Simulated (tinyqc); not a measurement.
MOS inversion layer, Poisson-Schroedinger loop: effect of the temperature.

Electrons confined at an insulator interface at z = 0, treated as a hard wall; parabolic valleys, Hartree approximation, no image or exchange terms. The depletion charge lies far deeper than the electrons and gives a uniform field q Nd/(eps0 eps_r); the gate balances all charge. Energies are counted from the band edge at the interface.

Schroedinger equation -(C/mz) psi'' + (V0 + U) psi = E psi, C = hbar^2/(2 m0), psi(0) = 0, on a uniform mesh of 800 nodes with a far wall at 35 nm, 8 levels a set; V0 = q Nd z/(eps0 eps_r); dU/dz = q (Ns - integral of n from 0 to z)/(eps0 eps_r), U(0) = 0; N_k = g md m0 q Vt/(pi hbar^2) ln(1 + exp((EF - E_k)/Vt)), g the number of valleys of the set, sum N_k = Ns. Triangular well: E_k = a_k (C F^2/mz)^(1/3), a_1 = 2.338107, a_2 = 4.087949, C = hbar^2/(2 m0), F in eV/nm. Fang-Howard (all electrons in the lowest level of set A): b^3 = 6 (mz1/C) q (Nd + 11 Ns/32)/(eps0 eps_r), centroid 3/b, level C b^2/(4 mz1) + (3/b) q (Nd + 11 Ns/16)/(eps0 eps_r). The centroid adds 3.9 z_av/eps_r to an oxide-equivalent thickness. Shares under 0.0001 % are printed as 0.

Inputs (values chosen for the exercise); masses and permittivity close to those of In0.53Ga0.47As:
```
symbol   value   unit                                     meaning
eps_r     13.9                              relative permittivity
mz1     0.0415     m0  mass along z of valley set A (1 valley(s))
md1     0.0411     m0    in-plane density-of-states mass of set A
Ns      1.2e12  cm^-2                  sheet density of electrons
Nd      2.7e12  cm^-2           sheet density of depletion charge
```

Constants: q = 1.602176634e-19 C, kB = 1.380649e-23 J/K, hbar = 1.054571817e-34 J s, m0 = 9.1093837015e-31 kg, Vt = kB T/q, eps0 = 8.8541878128e-14 F/cm where lengths are in cm, hbar^2/(2 m0) = 0.0380998212 eV nm^2. Results are converted to the units shown.

The same in every row: Fang-Howard centroid (nm) = 4.67.

Results:
```
T (K),A1 (meV),A2 (meV),EF (meV),share of A1 (%),share of A2 (%),centroid z_av (nm),added oxide equivalent (nm)
20,296,487,366,100,0,4.40,1.23
50,296,487,366,100,0,4.40,1.23
120,296,487,366,100,1.19e-4,4.40,1.23
200,296,487,365,100,0.0213,4.40,1.23
300,296,487,364,99.7,0.312,4.41,1.24
400,296,487,360,98.8,1.21,4.44,1.24
500,296,488,354,97.2,2.70,4.49,1.26
```

Estimate the missing row, T = 77 K.

Computed row:
```
T (K),A1 (meV),A2 (meV),EF (meV),share of A1 (%),share of A2 (%),centroid z_av (nm),added oxide equivalent (nm)
77,296,487,366,100,0,4.40,1.23
```

With this row back in the table: As T goes from 20 to 500, A1 stays near 296 meV, the share of A1 falls from 100 to 97.2 % and the centroid rises from 4.40 to 4.49 nm. The Fang-Howard centroid is 6.3 % above the full one in the first row, where A1 holds 100 %, and 4.0 % above it in the last, where A1 holds 97.2 %. In every row the energies exceed 0.25 eV, where non-parabolicity matters for so light a mass.

Program tinyqc, `OMP_NUM_THREADS=1 python tinyqc.py 2160169 2160170 out.jsonl`; Intel Xeon 2.30GHz, shared host, one thread, about 0.5 s.
